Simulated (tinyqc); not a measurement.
Thermal stress and diffusional relaxation in a metal film: Coble and Nabarro-Herring creep, cooling and holds. From stress after the hold back to hold time t. Computed by tinyqc, a small Python program. Command: `OMP_NUM_THREADS=1 python tinyqc.py 3001722 3001723 out.jsonl creep inv`. One thread of a shared host (Intel(R) Xeon(R) Processor @ 2.30GHz), about 0.01 s of CPU time with the checks.

A thin film on a rigid substrate is stress-free at T0. Tension is positive and the film creeps linearly: d sigma/dt = -M (mismatch) dT/dt - sigma/tau.

Inputs (values chosen for the exercise, modelled on gold films on silicon):

| quantity | value | unit |
|---|---|---|
| biaxial modulus M | 129 | GPa |
| expansion mismatch | 11.4 | 1e-6/K |
| atomic volume Omega | 17 | angstrom^3 |
| lattice prefactor D0 | 1.2e-05 | m^2/s |
| lattice energy E | 1.83 | eV |
| boundary prefactor (delta D_b)0 | 2.1e-16 | m^3/s |
| boundary energy E_b | 0.875 | eV |
| grain size d | 1 | um |
| stress-free temperature T0 | 300 | C |
| hold temperature T | 140 | C |

Constants: k_B = 1.380649e-23 J/K; k_B = 8.617333262e-05 eV/K.

Method:
- Thermoelastic slope = M x mismatch; sigma_0 = slope x (T0 - T).
- Creep rate per stress: Nabarro-Herring 14 D Omega/(k_B T d^2), Coble (14 pi) delta D_b Omega/(k_B T d^3), with D = D0 exp(-E/(k_B T)), delta D_b = (delta D_b)0 exp(-E_b/(k_B T)); 1/tau = M x (sum of both)/2 (biaxial strain rate is half the uniaxial one).
- Temperatures in kelvin are T(C) + 273.15.
- sigma(t) = sigma_0 exp(-t/tau), relaxed part sigma_0 - sigma(t); the grain size where both mechanisms are equal is pi delta D_b/D.

Question. A run gave the result below. Find the hold time t, known to lie between 1.5 and 2.7 h.

stress after the hold = 172.5424 MPa

Answer.

Each step takes the trial c = (a f_b - b f_a)/(f_b - f_a), f being the result less the target and a, b, c the logarithms of the listed values; c replaces end b, the old b replaces a if the sign of f changed, and otherwise f_a is halved.

Scan of the range:

| hold time t (h) | stress after the hold (MPa) |
|---|---|
| 1.50 | 192.014 |
| 1.65 | 188.150 |
| 1.82 | 183.865 |
| 2.01 | 179.191 |
| 2.22 | 174.163 |
| 2.45 | 168.819 |
| 2.70 | 163.195 |

False position (Illinois rule, in the logarithm of the input) inside the bracket:

| step | end a | end b | trial | stress after the hold (MPa) |
|---|---|---|---|---|
| 1 | 2.22000 | 2.45000 | 2.28737 | 172.580 |
| 2 | 2.45000 | 2.28737 | 2.28896 | 172.543 |
| 3 | 2.45000 | 2.28896 | 2.28904 | 172.542 |
| 4 | 2.28896 | 2.28904 | 2.28900 | 172.542 |

Stress after the hold falls at every point of a 13-point scan of the range (every second point is shown), so one value fits; it is bracketed by 2.22 and 2.45. Answer: hold time t = 2.289 h.

Caution: bulk creep laws overstate relaxation in a bonded film, where the substrate constrains boundary diffusion, and dislocation glide is left out.
